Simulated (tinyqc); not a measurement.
# Read current of a NAND string, cells in series solved by shooting, step by step

Computed by the program tinyqc: `OMP_NUM_THREADS=1 python tinyqc.py 2142035 2142036 out.jsonl`, one thread of a shared Intel Xeon 2.30GHz, about 0.7 s for the whole run. Printed values are rounded.

Cells in series, numbered from 0 at the source line (0 V) to the bit line, each followed by a gap resistance Rg. A cell with gate Vg, threshold VT, source Vs and drain Vd passes I = 2 nf K Vt^2 [F(Vs) - F(Vd)]/(1 + th max(Vg - VT, 0)), F(V) = ln^2(1 + exp((Vg - VT - nf V)/(2 nf Vt))). The selected cell has Vg = Vr, the others Vg = Vp.

Inputs (values chosen for the exercise); values of the order met in vertical NAND strings: temperature T = 358 K; gain factor of a cell K = 29 uA/V^2; slope factor nf = 1.2; mobility reduction factor th = 0.14 1/V; resistance of the gap between cells Rg = 7.9 kohm; bit-line voltage Vbl = 0.7 V; pass voltage Vp = 7.2 V; read voltage on the selected word line Vr = 2.62 V.

Constants: q = 1.602176634e-19 C, kB = 1.380649e-23 J/K, Vt = kB T/q. Results are converted to the units shown.

## Step 1: node voltages for a trial current

first trial current = 2.3 uA

| cell | thresholds from the source end (V) |
|---|---|
| 0 | 3.5 |
| 1 | -2 |
| 2 | 3.5 |
| 3 | 3.5 |
| 4 | 3.5 |
| 5 | 1.2 |

For a trial current I start at 0 V and, cell by cell (the selected one is cell 5), solve for the drain: sqrt(F(Vd)) = sqrt(F(Vs) - I/k), k = 2 nf K Vt^2/(1 + th max(Vg - VT, 0)), Vd = [Vg - VT - 2 nf Vt ln(exp(sqrt F) - 1)]/nf, then add I Rg.

| cell | node voltage after each cell and gap, trial 1 (V) |
|---|---|
| 0 | 0.0508822 |
| 1 | 0.0889341 |
| 2 | 0.140799 |
| 3 | 0.193264 |
| 4 | 0.246360 |
| 5 | 0.353295 |

## Step 2: node voltages for a trial current

second trial current = 3.5 uA

As before.

| cell | node voltage after each cell and gap, trial 2 (V) |
|---|---|
| 0 | 0.0775695 |
| 1 | 0.135602 |
| 2 | 0.215508 |
| 3 | 0.296898 |
| 4 | 0.379889 |
| 5 | 0.575073 |

## Course of the secant iteration

Secant steps on the end voltage less Vbl, from the two trials; a trial above the saturation current of a cell has no solution and is moved halfway to the previous trial. Stop below 1e-9 V.

Course of the iteration:

| iteration | I (uA) | end voltage - Vbl (V) | halvings |
|---|---|---|---|
| 1 | 4.17596 | 0.0264 | 0 |
| 2 | 4.05819 | -2.28e-3 | 0 |
| 3 | 4.06758 | -4.39e-5 | 0 |
| 4 | 4.06776 | 7.23e-8 | 0 |
| 5 | 4.06776 | -2.29e-12 | 0 |

Converged in 5 iterations to I = 4.0678 uA. The selected cell takes 31.9 % of the bit-line voltage and the gaps together 27.5 %.
